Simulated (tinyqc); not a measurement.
Worked calculation: single-oscillator infrared dielectric function of a polar cubic crystal. Computed by tinyqc, a small Python program that keeps every step. Command: `OMP_NUM_THREADS=1 python tinyqc.py 3014735 3014736 out.jsonl infrared walk`. One thread of a shared host (Intel(R) Xeon(R) Processor @ 2.30GHz), about 0.01 s of CPU time with the checks. Intermediate numbers are printed to about 5 digits and carried at full precision; extremes and crossings named in words are read from the listed rows.

One ion pair, charges +Z* and -Z*, in a cell of volume Omega = a^3/4. Frequencies omega are given as wavenumbers (1/cm); eps_s is the static dielectric constant.

Inputs (values chosen for the exercise, modelled on lithium fluoride):
```
quantity                         value      unit
lattice constant a                4.03  angstrom
mass M_A                          6.94         u
mass M_B                            19         u
omega_TO                           308      1/cm
Born charge Z*                    1.06         e
eps_inf                           1.98         -
phonon damping gamma                17      1/cm
probe frequency / omega_TO        1.09         -
eps_m of the surrounding medium    2.1         -
```

Structure: rock salt. Free carriers: absent.

Constants: nu for 1 eV/(angstrom^2 u) = 15.6333042 THz; 1 THz = 33.35640952 1/cm; e^2/(4 pi eps_0) = 14.39964548 eV angstrom.

## LO frequency and static constant from the Born charge

mu = M_A M_B/(M_A + M_B); ionic plasma term W^2 = 4 pi Z*^2 (e^2/(4 pi eps_0))/(Omega mu) in eV/(angstrom^2 u), turned into 1/cm by W = 15.6333042 x 33.35640952 x sqrt(W^2); omega_LO^2 = omega_TO^2 + W^2/eps_inf; eps_s = eps_inf + W^2/omega_TO^2; Szigeti charge 3 Z*/(eps_inf + 2); longitudinal (Callen) charge Z*/eps_inf.

reduced mass mu = 5.0833 u

W = 815.30 1/cm

omega_LO = 656.18 1/cm

eps_s = 8.9870

Szigeti charge = 0.79899 e

Callen charge = 0.53535 e

omega_LO/omega_TO = 2.130; the ions supply 78 % of eps_s, as in a strongly ionic or soft-mode crystal.

## Optical constants at the probe frequency

eps(omega) = eps_inf + W^2/(omega_TO^2 - omega^2 - i gamma omega); n + i k = sqrt(eps) with k >= 0; R = |(n + i k - 1)/(n + i k + 1)|^2 at normal incidence from vacuum. omega is the probe ratio times omega_TO. Intensity decays over 1/(4 pi omega k); the loss function is Im(-1/eps).

omega = 335.72 1/cm

Re eps = -31.814

Im eps = 10.809

n = 0.94499

k = 5.7190

reflectivity R = 0.89641

penetration depth of the intensity = 0.41447 micrometre

loss function = 0.0095739

Re eps is negative: the wave is evanescent and the crystal reflects like a metal.

## Spectrum around the optical phonon

The loss function is Im(-1/eps).

Spectrum:
```
omega (1/cm)      Re eps     Im eps          R  Im(-1/eps)
154               11.310    0.34331    0.29348   0.0026814
262               26.620     4.1857    0.45947   0.0057641
299               67.196     60.680    0.67500   0.0074023
308                 1.98     126.95    0.77700   0.0078751
395              -8.7588     1.1790    0.92233    0.015095
482              -2.8386    0.28724    0.91536    0.035287
587             -0.67776    0.10621    0.85824     0.22568
656           7.5591e-04   0.065795    0.48996      15.197
669             0.097295   0.060709    0.26252      4.6160
696              0.27522   0.051780   0.096935     0.66025
755              0.58209   0.037760   0.018204     0.11097
984               1.2192   0.014571  0.0024619   0.0098013
1640              1.7239  0.0027523   0.018308  9.2617e-04
```

R peaks among these rows at 395 per cm with 0.92 and is lowest, 0.002, at 984; far above omega_LO it tends to ((sqrt(eps_inf) - 1)/(sqrt(eps_inf) + 1))^2 = 0.029. Im eps is largest at 308 and the loss function at 656: absorption marks the TO mode and the loss function the LO mode. Re eps is negative in some rows, where R averages 0.90.

## Surface and particle modes

Without damping, eps(omega) = -x eps_m gives omega^2 = omega_TO^2 (eps_s + x eps_m)/(eps_inf + x eps_m): x = 1 for a flat surface at large wave vector, x = 2 for the dipole mode of a small sphere. The reflectivity R for light from vacuum (not from the medium eps_m) vanishes where eps = 1, omega^2 = omega_TO^2 (eps_s - 1)/(eps_inf - 1).

surface mode = 507.72 1/cm

sphere mode = 449.91 1/cm

zero of R = 879.29 1/cm

Both modes lie between omega_TO and omega_LO, at 57 % and 41 % of the way up.

## Phonon polaritons

Transverse waves without damping obey Q^2 = omega^2 eps(omega), Q = wave vector/(2 pi) in 1/cm: eps_inf omega^4 - (eps_inf omega_LO^2 + Q^2) omega^2 + Q^2 omega_TO^2 = 0.

Branches (1/cm):
```
Q     lower branch  upper branch  Q/sqrt(eps_s)  Q/sqrt(eps_inf)
92           30.57         658.7           30.7             65.4
280          90.16         679.7           93.4            199.0
550         161.26         746.6          183.5            390.9
920         224.05         898.8          306.9            653.8
1400        263.65        1162.3          467.0            994.9
2300        289.78        1737.3          767.2           1634.5
4600        303.23        3320.5         1534.4           3269.1
9200        306.80        6563.8         3068.9           6538.2
```

The lower branch starts as light slowed by sqrt(eps_s) (0.996 of that line) and ends at 0.996 omega_TO; the upper starts at 1.004 omega_LO and ends at 1.004 of the light line with eps_inf. No branch lies between omega_TO and omega_LO.

Checks made by the program: Lyddane-Sachs-Teller relation eps_s/eps_inf = (omega_LO/omega_TO)^2 (relative difference below 1e-10).
